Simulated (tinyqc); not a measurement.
Inside a calculation. Method: UHF in the 6-31g basis, for H3, spin multiplicity 2. Computed by tinyqc, a small Python program that keeps every step (integrals from PySCF). Settings: charge = 0, multiplicity = 2, basis = 6-31g, energy threshold = 1e-09, iteration cap = 84, orthogonalisation = symmetric, start = atomic densities, DIIS depth = 0, method = UHF. Command: `OMP_NUM_THREADS=1 python tinyqc.py 29114 29115 out.jsonl` (the two numbers bound the seeds that draw the settings). One thread of a shared host (Intel(R) Xeon(R) Processor @ 2.60GHz), about 0.1 s of CPU time with the checks.

Geometry (angstrom):
```
atom       x       y       z
H     0.0000  0.0000  0.0000
H     0.0000  0.0000  0.9890
H     0.0000  0.8570  0.4950
```

Stop when the energy changes by less than 1e-09 hartree and every element of the error matrix X^T (F D S - S D F) X (for each spin) is below 9e-06.

Course of the cycle:
```
iteration  E (hartree)     change  largest element of the error matrix
1            -1.391700          -                             1.08e-01
2            -1.471394  -7.97e-02                             4.39e-02
3            -1.479674  -8.28e-03                             1.42e-02
4            -1.481153  -1.48e-03                             6.79e-03
5            -1.481770  -6.17e-04                             4.64e-03
6            -1.482073  -3.03e-04                             3.48e-03
7            -1.482233  -1.60e-04                             2.66e-03
8            -1.482324  -9.05e-05                             2.07e-03
9            -1.482380  -5.61e-05                             1.65e-03
10           -1.482418  -3.84e-05                             1.34e-03
11           -1.482447  -2.88e-05                             1.12e-03
12           -1.482470  -2.33e-05                             9.56e-04
13           -1.482490  -1.98e-05                             8.32e-04
14           -1.482507  -1.74e-05                             7.37e-04
...                ...        ...                                  ...
71           -1.482666  -3.98e-08                             2.69e-05
72           -1.482666  -3.57e-08                             2.54e-05
73           -1.482666  -3.20e-08                             2.41e-05
74           -1.482666  -2.87e-08                             2.28e-05
75           -1.482666  -2.57e-08                             2.16e-05
76           -1.482666  -2.31e-08                             2.04e-05
77           -1.482666  -2.07e-08                             1.93e-05
78           -1.482666  -1.85e-08                             1.83e-05
79           -1.482666  -1.66e-08                             1.73e-05
80           -1.482666  -1.49e-08                             1.64e-05
81           -1.482666  -1.34e-08                             1.55e-05
82           -1.482666  -1.20e-08                             1.47e-05
83           -1.482666  -1.07e-08                             1.39e-05
84           -1.482666  -9.64e-09                             1.32e-05
```

Can the last value be used, and what does the course show?

Not by the stop rule, although the second column moves by less than 1e-07 over the last three steps. Not converged within the cap of 84 iterations: the residual falls steadily but slowly, by a factor of about 0.95 a step. Reruns (cap 100 unless said): DIIS 8: converged in 14; damping 0.5: not converged; level shift 0.5: not converged; atomic densities as start, DIIS 8: converged in 14; the original settings with a cap of 400: converged in 105. PySCF UHF in the same basis, after a stability check = -1.482666 hartree.
